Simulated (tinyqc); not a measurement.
From results back to parameters: statistics of electrons in three, two and one dimensions. Three cases, with inputs chosen for the exercise.

Problem. A sheet with one subband has n2 = (2/lambda^2) ln(1 + exp(eta)).

One band edge at E = 0, lambda = sqrt(4 pi c/(m1 kT)) with c = hbar^2/2m0. Densities with spin: n3 = (2/lambda^3) F_1/2(eta), n2 = (2/lambda^2) F_0(eta) with F_0 = ln(1 + exp(eta)), n1 = (2/lambda) F_-1/2(eta). F_j(eta) = (1/Gamma(j + 1)) integral_0^infinity x^j dx/(1 + exp(x - eta)), which tends to exp(eta) for eta << 0.

Constants: hbar^2/2m0 = 3.80998211 eV angstrom^2; kB = 8.617333262e-05 eV/K.

Find: n2 lambda^2/2; eta; EF above the subband edge.

Method. eta = ln(exp(n2 lambda^2/2) - 1), with n2 in 1/angstrom^2.

Case 1.

Values chosen (out of a larger set: near those of GaN, lowest valleys alone; not measured data): m1 = 0.2 m0 (mass of one isotropic band with spin); T = 300 K.

n2 = 2.11732e+12 1/cm^2

Solution.

n2 lambda^2/2 = 0.9803
eta = 0.510
EF above the subband edge = 13.18 meV

Case 2.

Values chosen (out of a larger set: near those of GaAs, lowest valleys alone; not measured data): m1 = 0.0667 m0 (mass of one isotropic band with spin); T = 300 K.

n2 = 6.97159e+11 1/cm^2

Solution.

n2 lambda^2/2 = 0.9679
eta = 0.490
EF above the subband edge = 12.67 meV

Case 3.

Values chosen (out of a larger set: near those of InAs, lowest valleys alone; not measured data): m1 = 0.0266 m0 (mass of one isotropic band with spin); T = 400 K.

n2 = 4.75376e+11 1/cm^2

Solution.

n2 lambda^2/2 = 1.2412
eta = 0.900
EF above the subband edge = 31.02 meV

Computed by tinyqc, one run a case: `OMP_NUM_THREADS=1 python tinyqc.py N N+1 out.jsonl` with N = 1680072, 1680138, 1680147; one thread of a shared Intel(R) Xeon(R) Processor @ 2.30GHz, about 0.01 s a run at most.
